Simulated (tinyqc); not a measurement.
Range and order of the fit: effective mass of the split-off band from tabulated energies.

c = hbar^2/2m0.
Constants: hbar^2/2m0 = 3.80998211 eV angstrom^2.

Energies along [111], from the band edge downward:

| k (1/angstrom) | E (meV) |
|---|---|
| 0.000000 | 0.00000 |
| 0.004900 | 0.93170 |
| 0.009800 | 3.73590 |
| 0.014700 | 8.43940 |
| 0.019600 | 15.08570 |
| 0.024500 | 23.73230 |
| 0.029400 | 34.44760 |
| 0.034300 | 47.30610 |
| 0.039200 | 62.38300 |

reference mass (curvature of the model at k = 0.0001 1/angstrom) = 0.098265 m0

Least-squares fits of E = a k^2 (+ b k^4 + d k^6) over points 1 to n, and the line y = c k^2/E against E; errors of m against the reference.

Results:

| n | E at point n (meV) | one term (%) | two terms (%) | three terms (%) | line (%) | rms residual, one term (meV) |
|---|---|---|---|---|---|---|
| 3 | 8.4 | -0.65 | -0.01 | 0.00 | -0.01 | 0.008 |
| 4 | 15.1 | -1.10 | -0.01 | 0.00 | -0.01 | 0.026 |
| 5 | 23.7 | -1.63 | -0.04 | 0.00 | -0.02 | 0.059 |
| 6 | 34.4 | -2.25 | -0.07 | 0.00 | -0.04 | 0.115 |
| 7 | 47.3 | -2.93 | -0.14 | 0.00 | -0.07 | 0.199 |
| 8 | 62.4 | -3.67 | -0.24 | 0.01 | -0.12 | 0.319 |

The error of the parabola goes from -0.65 to -3.67 % as the range widens, and at n = 8 its residual, 0.32 meV, is only 0.5 % of the top energy: a small residual does not vouch for the mass. Over the full range (n = 8) the best form is three terms (0.01 %); the line errs by -0.01 % at n = 3 and -0.12 % at n = 8. Without scatter, a narrower range or a second term is the cure: at n = 8 the errors are -3.67, -0.24 and +0.01 % for one, two and three terms. Three terms on three points interpolate exactly.

(tinyqc, `OMP_NUM_THREADS=1 python tinyqc.py 1881252 1881253 out.jsonl`, Intel(R) Xeon(R) Processor @ 2.30GHz, 1 thread, shared host, about 0.01 s.)
